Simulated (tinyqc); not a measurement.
# MOSFET in saturation, small-signal circuit and noise: effect of the total gate width on speed and noise

Bias by the inversion coefficient IC = I/Ispec (charge-based model with velocity saturation; weak inversion below 0.1, strong above 10). Common-source circuit: gm, gds, Cgs, Cgd and Cj at the inner nodes, Rg in series with the gate; quasi-static, no source or drain resistance, no gate-body capacitance, no substrate network, no induced gate noise, so fmax is an upper estimate.

Ispec = 2 n mu Cox (W/L) Vt^2, lc = Ls/L, gms = [sqrt((lc IC + 1)^2 + 4 IC) - 1]/[2 + lc (lc IC + 1)], gm = gms Ispec/(n Vt), gds = sg gm. qs = [sqrt(1 + 4 IC) - 1]/2, Cgs = Cox W L qs (2 qs + 3)/(3 (qs + 1)^2) + Cov W, Cgd = Cov W, Cd = Cj W, Rg = Rsh (Wf/L)/(12 Nf) + Rc/W with Nf = W/Wf fingers (not rounded) contacted at both ends. fT = gm/(2 pi (Cgs + Cgd)), fmax = fT/(2 sqrt(Rg (gds + 2 pi fT Cgd))). Channel noise Sid = 4 kB T gam n gm with gam = (1/2 + (2/3) qs)/(1 + qs) + gw lc IC, qs = [sqrt(1 + 4 IC) - 1]/2, lc = Ls/L (the last term an empirical rise with velocity saturation); at the gate, white noise Sw = Sid/gm^2 + 4 kB T Rg. Number fluctuation with correlated mobility: S(f) = K/f, K = q^2 Vt lt Nt/(W L Cox^2) (1 + ac mu Cox I/gm)^2, Vt in eV with Nt per eV. Corner fc = K/Sw. IC is held fixed.

Inputs (values chosen for the exercise):
```
symbol   value         unit                                   meaning
T          400            K                               temperature
L          180           nm                               gate length
Cox       1.36      uF/cm^2                          gate capacitance
mu         390   cm^2/(V s)                                  mobility
n         1.17                                           slope factor
Ls          20           nm                velocity-saturation length
sg        0.03                                           ratio gds/gm
Cov       0.35        fF/um   overlap and fringe capacitance per side
Cj        0.33        fF/um                drain junction capacitance
Rsh         20          ohm              sheet resistance of the gate
Wf           4           um                              finger width
Rc         100       ohm um      gate contact and vertical resistance
IC          19                                  inversion coefficient
gw        0.07               short-channel excess of the noise factor
Nt      1.7e18  cm^-3 eV^-1                        oxide trap density
lt         0.1           nm          tunnelling length into the oxide
ac       10000        V s/C            Coulomb scattering coefficient
```

Constants: q = 1.602176634e-19 C, kB = 1.380649e-23 J/K, Vt = kB T/q. Results are converted to the units shown.

The same in every row: fT (GHz) = 53.40; fmax (GHz) = 143.8; fc (MHz) = 622.6.

Effect of the total gate width on speed and noise:

| W (um) | I (uA) | Rg (ohm) | sqrt(Sw) (nV/Hz^0.5) |
|---|---|---|---|
| 2 | 311.3 | 124.1 | 4.104 |
| 4.3 | 669.3 | 57.71 | 2.799 |
| 9.3 | 1448 | 26.68 | 1.903 |
| 20 | 3113 | 12.41 | 1.298 |
| 43 | 6693 | 5.771 | 0.8851 |
| 93 | 1.448e4 | 2.668 | 0.6019 |
| 200 | 3.113e4 | 1.241 | 0.4104 |

What does the table show?

As W goes from 2 to 200 um, fT stays at 53.4 GHz, fmax stays at 144 GHz, the white noise falls from 4.10 to 0.410 nV/Hz^0.5 and the corner stays at 623 MHz. Current, gm and capacitances scale with W and Rg with 1/W, so the frequencies stay while both noise powers fall as 1/W.

Numbers from tinyqc (`OMP_NUM_THREADS=1 python tinyqc.py 2150012 2150013 out.jsonl`; about 0.01 s on one thread of a shared Intel Xeon 2.30GHz).
